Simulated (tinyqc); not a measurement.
The fan of levels: Landau levels with Rashba coupling.

H = (p + eA)^2/2m + aR (sx ky - sy kx) + gs muB B sz/2. With d = 1/2 - gs m/4: E_0 = d hbar wc, and E(N, +/-) = hbar wc [N +/- sqrt(d^2 + 2 N aR^2/(l hbar wc)^2)] for N >= 1.

In a field B along z: l = 1/sqrt((e/hbar) B) is the magnetic length, n_B = B/(h/e) the number of states per area in one level, hbar wc = 2 muB B/m for mass m in m0; 1/angstrom^2 = 1e16/cm^2.

Constants: e/hbar = 1.519267448e-05 1/(T angstrom^2); h/e = 413566.7697 T angstrom^2; muB = 5.788381798e-05 eV/T.

Parameters, chosen for this exercise (near those of an asymmetric InAs well; the results hold for these values, not for the real material):
```
symbol  value                      unit         meaning
m       0.0314                     m0           mass
gs      -10.19                                  g factor
aR      0.17                       eV angstrom  Rashba constant
Bs      (0.5, 1, 2, 4, 8, 12, 16)  T            fields
```

The four lowest levels against B, with their labels in order.

Levels (meV):
```
B (T)  first  second  third  fourth       order
0.500   0.59    1.07   2.27    3.10  1- 0 2- 1+
1.00    1.35    2.14   4.86    6.02  1- 0 2- 1+
2.00    2.90    4.28  10.08   11.85  1- 0 2- 1+
4.00    5.99    8.55  20.54   23.50  1- 0 2- 1+
12.0   18.38   25.66  62.42   70.11  1- 0 2- 1+
16.0   24.57   34.21  83.36   93.41  1- 0 2- 1+
```

Give the missing row, B (T) = 8.00.

Computed row:
```
B (T)  first  second  third  fourth       order
8.00   12.18   17.11  41.48   46.81  1- 0 2- 1+
```

The fourth level grows as B^0.96 over the first two rows and B^1.00 over the last two (1 for a parabolic band without a fixed offset such as a valley splitting, 1/2 for massless Dirac electrons). The order of the levels does not change. The term 2 aR^2/(l hbar wc)^2 falls as 1/B, from 0.129 to 0.004, against d^2 = 0.336.

Run: tinyqc, `OMP_NUM_THREADS=1 python tinyqc.py 1280746 1280747 out.jsonl`; Intel(R) Xeon(R) Processor @ 2.30GHz, one thread, shared host; about 0.01 s of CPU time with all checks.
